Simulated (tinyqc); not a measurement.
## One gate, two gates and a surrounding gate

Below threshold the potential that source and drain add obeys Laplace's equation, vanishes on the gates and decays along the channel as exp(-k y). The same ts (depleted depth over a conducting body, body thickness or wire diameter), ti and permittivities in three geometries; k is the smallest positive root of: one gate, f(k) = eps_r sin(k ti) cos(k ts) + ei cos(k ti) sin(k ts); two gates, f(k) = ei cos(k ti) cos(k ts/2) - eps_r sin(k ti) sin(k ts/2); wire, f(k) = ei J0(u)[J1(u) Y0(v) - Y1(u) J0(v)] - eps_r J1(u)[J0(u) Y0(v) - Y0(u) J0(v)], u = k ts/2, v = u + k ti. Parabolic estimates of l: sqrt((eps_r/ei) ts ti); sqrt((eps_r/(2 ei)) ts ti (1 + ei ts/(4 eps_r ti))); sqrt([2 eps_r ts^2 ln(1 + 2 ti/ts) + ei ts^2]/(16 ei)), in the same order.

Values chosen for this exercise; permittivities: semiconductor made up, insulator close to that of aluminium oxide: relative permittivity of the semiconductor eps_r = 12.3; relative permittivity of the insulator ei = 9.33; insulator thickness ti = 2.3 nm; depletion depth ts = 24 nm.

Scale lengths (nm):
```
,Lambda = pi/k,l = 1/k,l(parabolic)
one gate over a conducting body,26.98,8.588,8.531
two gates,29.98,9.543,10.41
wire,19.62,6.244,7.256
```

The wire has the shortest scale length, 0.654 times that of the double gate; the single gate over a conducting body has 0.900 times it, its layer ending directly on a conductor where the double gate has a second insulator. The parabolic estimates are 0.67 % below, 9.1 % above and 16 % above the exact l, in the order of the rows.

Numbers from tinyqc (`OMP_NUM_THREADS=1 python tinyqc.py 2420141 2420142 out.jsonl`; about 0.01 s on one thread of a shared Intel Xeon 2.30GHz).
